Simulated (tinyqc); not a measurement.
Landau-Devonshire theory of a uniaxial ferroelectric: one step, computed by the program tinyqc.

G(P) = (alpha/2) P^2 + (beta*/4) P^4 + (gamma/6) P^6 - E P per volume, SI units, one domain, P along the polar axis, which is normal to the film.

Question. Spontaneous polarisation, susceptibility, coercive field. Ps^2 = [-beta* + sqrt(beta*^2 - 4 alpha gamma)]/(2 gamma). chi = 1/(eps_0 G''), G'' = alpha + 3 beta* P^2 + 5 gamma P^4 at Ps. Ps, chi and the coercive field are for perfect screening, without a depolarising field. The intrinsic coercive field is |alpha P + beta* P^3 + gamma P^5| at the P_c where G'' = 0. 1 C/m^2 = 100 microcoulomb/cm^2.

Inputs (values chosen for the exercise, modelled on barium titanate): Curie-Weiss temperature T0 = 381 K; gamma = 1.61e+10 J m^9/C^6; temperature T = 324 K.

Sample: epitaxial film.

alpha = -3.021619e+08 J m/C^2

beta* = 5.167143e+08 J m^5/C^4

Constants: eps_0 = 8.8541878128e-12 F/m.

Give: spontaneous polarisation Ps; susceptibility chi; well depth G(Ps); P_c; intrinsic coercive field.

Answer.

spontaneous polarisation Ps = 34.91 microcoulomb/cm^2

susceptibility chi = 104.3

well depth G(Ps) = -11.64 MJ/m^3

P_c = 22.89 microcoulomb/cm^2

intrinsic coercive field = 52.85 MV/m

P_c/Ps = 0.656, above the 0.577 of a quartic well, as the sixth-order term matters. Real switching runs by domain nucleation at far lower fields. Caution: far below T0* the expansion with linear alpha(T) is only a fit.
